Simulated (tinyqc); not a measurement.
# Metal-interlayer-semiconductor contact, depinning against tunnelling resistance: two studies

Zero bias, n-type semiconductor. Gap states at the semiconductor surface thin out as exp(-be ti), which unpins the barrier; electrons must then cross the interlayer (a rectangular barrier, no voltage drop across it) and the parabolic depleted layer, both by WKB. Energies E are counted from the Fermi level; no image force, parabolic bands.

Values chosen for this exercise; semiconductor values close to those of silicon; interlayer mass of the order of that in aluminium oxide, offset chosen freely:

| symbol | value | unit | meaning |
|---|---|---|---|
| T | 400 | K | temperature |
| Eg | 1.15 | eV | band gap |
| eps_r | 11.9 |  | relative permittivity |
| chi | 3.91 | eV | electron affinity |
| Nc | 4.31e19 | cm^-3 | conduction-band density of states at T |
| mt | 0.187 | m0 | tunnelling mass in the semiconductor |
| mA | 2.01 | m0 | Richardson mass |
| Nd | 6.4e18 | cm^-3 | donor density |
| E0 | 0.36 | eV | charge-neutrality level above the valence band |
| S0 | 0.28 |  | pinning factor without interlayer |
| phiM | 4.03 | eV | metal work function |
| ti | 0.2 | nm | interlayer thickness |
| dE | 2.48 | eV | conduction-band offset of the interlayer above the semiconductor |
| mi | 0.35 | m0 | tunnelling mass in the interlayer |
| be | 1.6 | 1/nm | decay constant of gap states through the interlayer |

Constants: q = 1.602176634e-19 C, kB = 1.380649e-23 J/K, eps0 = 8.8541878128e-12 F/m, hbar = 1.054571817e-34 J s, h = 6.62607015e-34 J s, m0 = 9.1093837015e-31 kg, Vt = kB T/q, hbar^2/(2 m0) = 0.0380998212 eV nm^2. Results are converted to the units shown.

Each table varies one quantity; the others keep the values above.

## Contact resistivity against the interlayer thickness

S = 1/(1 + (1/S0 - 1) exp(-be ti)); phiB = S (phiM - chi) + (1 - S)(Eg - E0); xi = Ec - EF deep inside, from Nd = Nc F(-xi/Vt), F(x) = (2/sqrt(pi)) int_0^infinity sqrt(u) du/(1 + exp(u - x)); band bending U = phiB - xi; E00 = (hbar/2) sqrt(Nd/(eps0 eps_r mt m0)) in volts; A = 4 pi q mA m0 kB^2/h^3. With U = phiB - xi: for xi < E < phiB, y = (E - xi)/U and G1 = (U/E00) [sqrt(1 - y) - y ln((1 + sqrt(1 - y))/sqrt(y))], G1 = 0 above phiB; G2 = 2 ti sqrt(mi max(phiB + dE - E, 0)/C), C = hbar^2/(2 m0); f = 1/(1 + exp(E/Vt)); 1/rho_c = (A T^2/Vt^2) times the integral of exp(-G1 - G2) f over E from xi upwards. Shares under 0.001 % are printed as 0; rows without band bending are left out.

The same in every row: E00/Vt = 0.913.

Contact resistivity against the interlayer thickness:

| ti (nm) | S | phiB (eV) | rho_c (ohm cm^2) | rho_c with G2 = 0 (ohm cm^2) | peak of the integrand (eV) | share above phiB (%) |
|---|---|---|---|---|---|---|
| 0 | 0.280 | 0.602 | 1.75e-4 | 1.75e-4 | 0.321 | 0.504 |
| 0.2 | 0.349 | 0.556 | 4.71e-4 | 6.38e-5 | 0.303 | 0.777 |
| 0.4 | 0.424 | 0.506 | 0.00113 | 2.11e-5 | 0.282 | 1.22 |
| 0.6 | 0.504 | 0.452 | 0.00254 | 6.70e-6 | 0.259 | 1.93 |
| 0.8 | 0.583 | 0.399 | 0.00566 | 2.15e-6 | 0.235 | 3.01 |
| 1 | 0.658 | 0.349 | 0.0133 | 7.45e-7 | 0.212 | 4.60 |
| 1.2 | 0.726 | 0.303 | 0.0349 | 2.91e-7 | 0.191 | 6.77 |
| 1.4 | 0.785 | 0.264 | 0.104 | 1.31e-7 | 0.172 | 9.57 |
| 1.6 | 0.834 | 0.231 | 0.361 | 6.87e-8 | 0.156 | 12.9 |

As ti goes from 0 to 1.6, phiB falls from 0.602 to 0.231 eV and rho_c rises from 1.75e-4 to 0.361 ohm cm^2. No thickness listed beats the bare contact: tunnelling through the layer costs more than the change of the barrier gains. The ratio of rho_c to its value with G2 = 0 runs from 1.00 to 5.26e6.

## Contact resistivity against the donor density

Same model as above.

The same in every row: S = 0.349; phiB (eV) = 0.556.

Results:

| Nd (cm^-3) | E00/Vt | rho_c (ohm cm^2) | rho_c with G2 = 0 (ohm cm^2) | peak of the integrand (eV) | share above phiB (%) |
|---|---|---|---|---|---|
| 1.4e18 | 0.427 | 0.00659 | 9.48e-4 | 0.487 | 10.9 |
| 6.5e18 | 0.921 | 4.53e-4 | 6.13e-5 | 0.300 | 0.747 |
| 1.4e19 | 1.35 | 5.09e-5 | 6.61e-6 | 0.164 | 0.0840 |
| 2.9e19 | 1.94 | 5.19e-6 | 6.54e-7 | 0.0729 | 0.00855 |
| 6.2e19 | 2.84 | 5.70e-7 | 7.04e-8 | 0.0240 | 0 |
| 1.3e20 | 4.12 | 9.24e-8 | 1.12e-8 | -0.00727 | 0 |
| 2.8e20 | 6.04 | 2.01e-8 | 2.40e-9 | -0.0331 | 0 |
| 6e20 | 8.84 | 6.00e-9 | 7.07e-10 | -0.0555 | 0 |

Estimate the missing row, Nd = 3.1e18 cm^-3.

Computed row:

| Nd (cm^-3) | E00/Vt | rho_c (ohm cm^2) | rho_c with G2 = 0 (ohm cm^2) | peak of the integrand (eV) | share above phiB (%) |
|---|---|---|---|---|---|
| 3.1e18 | 0.636 | 0.00217 | 3.05e-4 | 0.412 | 3.58 |

With this row back in the table: As Nd goes from 1.4e18 to 6e20, phiB stays at 0.556 eV and rho_c falls from 0.00659 to 6.00e-9 ohm cm^2. rho_c goes as Nd^(-1.39) between the first two rows and Nd^(-1.58) between the last two, while E00/Vt goes from 0.427 to 8.84 and the share above the barrier from 10.9 to 0 %. The ratio of rho_c to its value with G2 = 0 runs from 6.95 to 8.48.

tinyqc, about 0.04 s, one thread, Intel Xeon 2.30GHz (shared host): `OMP_NUM_THREADS=1 python tinyqc.py 2270164 2270165 out.jsonl`
